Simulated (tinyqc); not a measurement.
Inside a calculation. Model: current crowding under a contact, resistor ladder against the transmission-line model.

Program tinyqc, `OMP_NUM_THREADS=1 python tinyqc.py 2760106 2760107 out.jsonl`; Intel Xeon 2.30GHz, shared host, one thread, about 0.01 s. Printed values are rounded.

A metal contact of length d and width W on a thin layer of the same width. The metal has no resistance, the sheet resistance under it equals Rsh, and current enters the layer at the front edge x = 0.

Values chosen for this exercise:
- Rsh = 2900 ohm/sq (sheet resistance of the semiconductor layer)
- rc = 5.8e-7 ohm cm^2 (specific contact resistivity)
- d = 0.24 um (contact length)
- W = 4 um (contact width)
- n = 8 (cells)
- I = 0.5 mA (current)

## Conductances of the ladder

Cut the contact into n cells of length hc = d/n. Neighbouring cell centres are joined by a = W/(Rsh hc), each centre joins the metal (0 V) by g = W hc/rc, and I enters cell 1 through half a cell: -a v_(i-1) + b_i v_i - a v_(i+1) = I for i = 1 and 0 otherwise, b_i = g + 2 a (g + a at both ends). Rc = v_1/I + 1/(2 a).

a = 0.0459770 S
g = 0.00206897 S

```
cell,b_i (S)
1,0.0480460
2,0.0940230
3,0.0940230
4,0.0940230
5,0.0940230
6,0.0940230
7,0.0940230
8,0.0480460
```

## Voltages and the share of the current

Cut the contact into n cells of length hc = d/n. Neighbouring cell centres are joined by a = W/(Rsh hc), each centre joins the metal (0 V) by g = W hc/rc, and I enters cell 1 through half a cell: -a v_(i-1) + b_i v_i - a v_(i+1) = I for i = 1 and 0 otherwise, b_i = g + 2 a (g + a at both ends). Rc = v_1/I + 1/(2 a). Cell i passes g v_i to the metal.

```
cell,v_i (mV),share of the current (%)
1,49.7204,20.5739
2,41.0828,16.9998
3,34.2939,14.1906
4,29.0483,12.0200
5,25.1098,10.3903
6,22.3013,9.2281
7,20.4964,8.4813
8,19.6138,8.1160
```

Rc of the ladder = 110.316 ohm

The first cell passes 20.6 % of the current and the last 8.12 %; an even spread would give 12.5 % each.

## The transmission-line result

Transfer length Lt = sqrt(rc/Rsh); front resistance Rc = (Rsh Lt/W) coth(d/Lt); end resistance Re = (Rsh Lt/W)/sinh(d/Lt). v(x) = I (Rsh Lt/W) cosh((d - x)/Lt)/sinh(d/Lt) at the cell centres x = (i - 1/2) d/n.

Lt = 0.141421 um
Rc = 109.654 ohm
Re = 38.8768 ohm

```
cell,v(x) (mV)
1,49.6878
2,41.0367
3,34.2393
4,28.9883
5,25.0468
6,22.2366
7,20.4308
8,19.5478
```

The ladder's Rc is 0.60 % above this value, with cells 0.21 Lt long.
